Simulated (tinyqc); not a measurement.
Tunnelling through a thin dielectric with one trap, as a tight-binding chain: one step. Transmission. Five cases, with inputs chosen for the exercise.

Problem. Invert the matrix; T = (2 t sin(ka))^2 |G_1N|^2.

Hopping -t everywhere, t = c/(m a^2), c = hbar^2/2m0; lead sites at 2t (band bottom 0), barrier sites 1 to N at 2t + phi, and site j has U besides. No voltage. Leads give S = -t exp(ika) on sites 1 and N, cos(ka) = 1 - E/(2t). T = (2 t sin(ka))^2 |G_1N|^2, G = (E - H - S)^-1. In the barrier cosh(q a) = 1 + (phi - E)/(2t).

Give: first row of G; T.

Case 1.

E - H - S (eV):
```
                     1          2          3          4          5
1  -3.571657+0.969332i   2.116657   0.000000   0.000000   0.000000
2             2.116657  -5.453313   2.116657   0.000000   0.000000
3             0.000000   2.116657  -5.453313   2.116657   0.000000
4             0.000000   0.000000   2.116657  -5.453313   2.116657
5             0.000000   0.000000   0.000000   2.116657  -5.453313
6             0.000000   0.000000   0.000000   0.000000   2.116657
7             0.000000   0.000000   0.000000   0.000000   0.000000
8             0.000000   0.000000   0.000000   0.000000   0.000000
9             0.000000   0.000000   0.000000   0.000000   0.000000

           6          7          8                    9
1   0.000000   0.000000   0.000000             0.000000
2   0.000000   0.000000   0.000000             0.000000
3   0.000000   0.000000   0.000000             0.000000
4   0.000000   0.000000   0.000000             0.000000
5   2.116657   0.000000   0.000000             0.000000
6  -5.453313   2.116657   0.000000             0.000000
7   2.116657  -2.033313   2.116657             0.000000
8   0.000000   2.116657  -5.453313             2.116657
9   0.000000   0.000000   2.116657  -3.571657+0.969332i
```

t = 2.116657 eV
ka = 0.4756924 rad

Solution.

first row of G (1/eV): -0.3391-0.1307i  -0.1595-0.06519i  -0.07196-0.03730i  -0.02585-0.03091i  0.005348-0.04233i  0.03963-0.07816i  0.09676-0.1590i  0.05332-0.07461i  0.04061-0.03320i

T = 0.01034

Without the trap T is 5.49e-06: the trap changes it by a factor 1.88e+03 at this energy.

Case 2.

E - H - S (eV):
```
                      1          2          3          4          5
1   -2.880286+0.670571i   0.920286   0.000000   0.000000   0.000000
2              0.920286  -3.510571   0.920286   0.000000   0.000000
3              0.000000   0.920286  -3.510571   0.920286   0.000000
4              0.000000   0.000000   0.920286  -3.510571   0.920286
5              0.000000   0.000000   0.000000   0.920286  -3.510571
6              0.000000   0.000000   0.000000   0.000000   0.920286
7              0.000000   0.000000   0.000000   0.000000   0.000000
8              0.000000   0.000000   0.000000   0.000000   0.000000
9              0.000000   0.000000   0.000000   0.000000   0.000000
10             0.000000   0.000000   0.000000   0.000000   0.000000
11             0.000000   0.000000   0.000000   0.000000   0.000000

            6          7          8          9         10
1    0.000000   0.000000   0.000000   0.000000   0.000000
2    0.000000   0.000000   0.000000   0.000000   0.000000
3    0.000000   0.000000   0.000000   0.000000   0.000000
4    0.000000   0.000000   0.000000   0.000000   0.000000
5    0.920286   0.000000   0.000000   0.000000   0.000000
6   -0.760571   0.920286   0.000000   0.000000   0.000000
7    0.920286  -3.510571   0.920286   0.000000   0.000000
8    0.000000   0.920286  -3.510571   0.920286   0.000000
9    0.000000   0.000000   0.920286  -3.510571   0.920286
10   0.000000   0.000000   0.000000   0.920286  -3.510571
11   0.000000   0.000000   0.000000   0.000000   0.920286

                     11
1              0.000000
2              0.000000
3              0.000000
4              0.000000
5              0.000000
6              0.000000
7              0.000000
8              0.000000
9              0.000000
10             0.920286
11  -2.880286+0.670571i
```

t = 0.920286 eV
ka = 0.8163568 rad

Solution.

first row of G (1/eV): -0.3583-0.09171i  -0.1015-0.02598i  -0.02890-0.007397i  -0.008735-0.002236i  -0.004425-0.001133i  -0.008145-0.002085i  -0.002306-0.0005905i  -0.0006531-0.0001673i  -0.0001849-4.769e-05i  -5.237e-05-1.463e-05i  -1.484e-05-8.130e-06i

T = 5.150e-10

Without the trap T is 3.30e-12: the trap changes it by a factor 156 at this energy.

Case 3.

E - H - S (eV):
```
                     1          2          3          4          5
1  -4.132668+0.865678i   1.417668   0.000000   0.000000   0.000000
2             1.417668  -5.255336   1.417668   0.000000   0.000000
3             0.000000   1.417668  -0.875336   1.417668   0.000000
4             0.000000   0.000000   1.417668  -5.255336   1.417668
5             0.000000   0.000000   0.000000   1.417668  -5.255336
6             0.000000   0.000000   0.000000   0.000000   1.417668
7             0.000000   0.000000   0.000000   0.000000   0.000000
8             0.000000   0.000000   0.000000   0.000000   0.000000

           6          7                    8
1   0.000000   0.000000             0.000000
2   0.000000   0.000000             0.000000
3   0.000000   0.000000             0.000000
4   0.000000   0.000000             0.000000
5   1.417668   0.000000             0.000000
6  -5.255336   1.417668             0.000000
7   1.417668  -5.255336             1.417668
8   0.000000   1.417668  -4.132668+0.865678i
```

t = 1.417668 eV
ka = 0.6568629 rad

Solution.

first row of G (1/eV): -0.4408-0.2044i  -0.7043-0.3266i  -2.170-1.006i  -0.6356-0.2948i  -0.1862-0.08638i  -0.05454-0.02542i  -0.01598-0.007850i  -0.004712-0.003680i

T = 0.0001071

Without the trap T is 9.46e-09: the trap changes it by a factor 1.13e+04 at this energy.

Case 4.

E - H - S (eV):
```
                     1          2          3          4          5
1  -5.634525+1.693620i   4.329525   0.000000   0.000000   0.000000
2             4.329525  -9.619050   4.329525   0.000000   0.000000
3             0.000000   4.329525  -9.619050   4.329525   0.000000
4             0.000000   0.000000   4.329525  -9.619050   4.329525
5             0.000000   0.000000   0.000000   4.329525  -5.459050
6             0.000000   0.000000   0.000000   0.000000   4.329525
7             0.000000   0.000000   0.000000   0.000000   0.000000
8             0.000000   0.000000   0.000000   0.000000   0.000000
9             0.000000   0.000000   0.000000   0.000000   0.000000

           6          7          8                    9
1   0.000000   0.000000   0.000000             0.000000
2   0.000000   0.000000   0.000000             0.000000
3   0.000000   0.000000   0.000000             0.000000
4   0.000000   0.000000   0.000000             0.000000
5   4.329525   0.000000   0.000000             0.000000
6  -9.619050   4.329525   0.000000             0.000000
7   4.329525  -9.619050   4.329525             0.000000
8   0.000000   4.329525  -9.619050             4.329525
9   0.000000   0.000000   4.329525  -5.634525+1.693620i
```

t = 4.329525 eV
ka = 0.4019124 rad

Solution.

first row of G (1/eV): -0.01762-0.3185i  0.08345-0.4076i  0.2030-0.5871i  0.3676-0.8967i  0.6137-1.405i  0.4062-0.8751i  0.2888-0.5390i  0.2354-0.3224i  0.2342-0.1774i

T = 0.9902

Without the trap T is 0.000887: the trap changes it by a factor 1.12e+03 at this energy.

Case 5.

E - H - S (eV):
```
                     1          2          3          4          5
1  -3.921822+1.080055i   1.486822   0.000000   0.000000   0.000000
2             1.486822  -4.943645   1.486822   0.000000   0.000000
3             0.000000   1.486822  -4.943645   1.486822   0.000000
4             0.000000   0.000000   1.486822  -4.943645   1.486822
5             0.000000   0.000000   0.000000   1.486822  -4.943645
6             0.000000   0.000000   0.000000   0.000000   1.486822
7             0.000000   0.000000   0.000000   0.000000   0.000000
8             0.000000   0.000000   0.000000   0.000000   0.000000
9             0.000000   0.000000   0.000000   0.000000   0.000000

           6          7          8                    9
1   0.000000   0.000000   0.000000             0.000000
2   0.000000   0.000000   0.000000             0.000000
3   0.000000   0.000000   0.000000             0.000000
4   0.000000   0.000000   0.000000             0.000000
5   1.486822   0.000000   0.000000             0.000000
6  -4.943645   1.486822   0.000000             0.000000
7   1.486822  -1.563645   1.486822             0.000000
8   0.000000   1.486822  -4.943645             1.486822
9   0.000000   0.000000   1.486822  -3.921822+1.080055i
```

t = 1.486822 eV
ka = 0.8130964 rad

Solution.

first row of G (1/eV): -0.2656-0.08376i  -0.08882-0.02801i  -0.02972-0.009375i  -0.01001-0.003160i  -0.003565-0.001134i  -0.001842-0.0006084i  -0.002561-0.0008895i  -0.0008509-0.0003270i  -0.0002681-0.0001978i

T = 5.180e-07

Without the trap T is 1.07e-08: the trap changes it by a factor 48.4 at this energy.

Computed by tinyqc, one run a case: `OMP_NUM_THREADS=1 python tinyqc.py N N+1 out.jsonl` with N = 1451852, 1452095, 1452124, 1452217, 1452263; one thread of a shared Intel(R) Xeon(R) Processor @ 2.30GHz, about 0.09 s a run at most.
